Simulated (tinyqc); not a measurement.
Mass and g factor above the band edge: five-level k.p model folded onto the conduction band.

Second-order sums for the lowest conduction level at E: 1/m = 1 + Cm + (Ep/3)(2/E + 1/(E + Dso)) - (Ep2/3)(2/(E7 + D2 - E) + 1/(E7 - E)); g/2 = 1 + Cg - (Ep/3)(1/E - 1/(E + Dso)) - (Ep2/3)(1/(E7 - E) - 1/(E7 + D2 - E)). E is counted from the top of the valence band; E = Eg at the edge.

Values chosen for the exercise (near those of GaSb; shifted at random, so the results belong to these values and not to a real crystal):
- Eg = 0.807 eV (gap at Gamma to the s-like level)
- Dso = 0.764 eV (spin-orbit splitting)
- Ep = 27.2 eV (Kane energy)
- E7 = 3.23 eV (upper Gamma7 conduction level, from the valence top)
- D2 = 0.35 eV (its spin-orbit splitting, Gamma8 above Gamma7)
- Ep2 = 1.3 eV (Kane energy to the upper levels)
- Cm = -2.4 (remote term in 1/m)
- Cg = -0.02 (remote term in g/2)

The sums are evaluated at E = Eg + dE, as is done for confined or hot electrons.

Results:
```
dE (meV)    m(E)    g(E)  m(E)/m(Eg)  1 + dE/Eg
0         0.0380  -9.013      1.0000     1.0000
19        0.0388  -8.634      1.0229     1.0235
48        0.0401  -8.095      1.0579     1.0595
97        0.0424  -7.276      1.1173     1.1202
145       0.0446  -6.571      1.1757     1.1797
194       0.0469  -5.934      1.2358     1.2404
291       0.0515  -4.874      1.3560     1.3606
```

What can be read from this table?

Over 291 meV the mass grows by 35.6 %, against 36.1 % for two levels alone, and g moves from -9.013 to -4.874, towards the free value 2.

Program tinyqc; command `OMP_NUM_THREADS=1 python tinyqc.py 1080021 1080022 out.jsonl`; about 0.01 s on one thread of a shared Intel(R) Xeon(R) Processor @ 2.30GHz.
